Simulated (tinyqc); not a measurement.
Electromigration in a confined line: Blech product, Korhonen stress evolution and Black's law: one step, computed by the program tinyqc.

The electron wind pushes atoms from the cathode (x = 0) to the anode (x = L); blocking ends build a back stress (tension positive). The input rho is taken not to change with temperature. d sigma/dt = d/dx [kappa (d sigma/dx + G)], with zero flux at both ends and sigma = 0 at t = 0.

Problem. Stress along the line. sigma(x, t) = G L [1/2 - x/L - 4 sum_(m odd) cos(m pi x/L) exp(-m^2 pi^2 s)/(m pi)^2], s = t/tau, summed to m = 399. Steady state: G L (1/2 - x/L). Take x/L = 0, 0.1, 0.2, 0.3, 0.4, 0.6, 0.8 and 1.

Inputs (values chosen for the exercise, close to those used for copper lines):
```
quantity                            value  unit
critical stress sigma_c               100   MPa
line length L                         130    um
test temperature T                    290     C
time as a fraction of L^2/kappa, s   0.15     -
```

Start: stress-free.

stress gradient G = 27.57808 MPa/um

Give: Stress (MPa).

Solution.

Stress (MPa):
```
x/L  at time s  steady state
0.0       1462          1793
0.1       1120          1434
0.2        808          1076
0.3        523           717
0.4        256           359
0.6       -256          -359
0.8       -808         -1076
1.0      -1462         -1793
```

Caution: stresses above sigma_c are formal, since a void forms first.
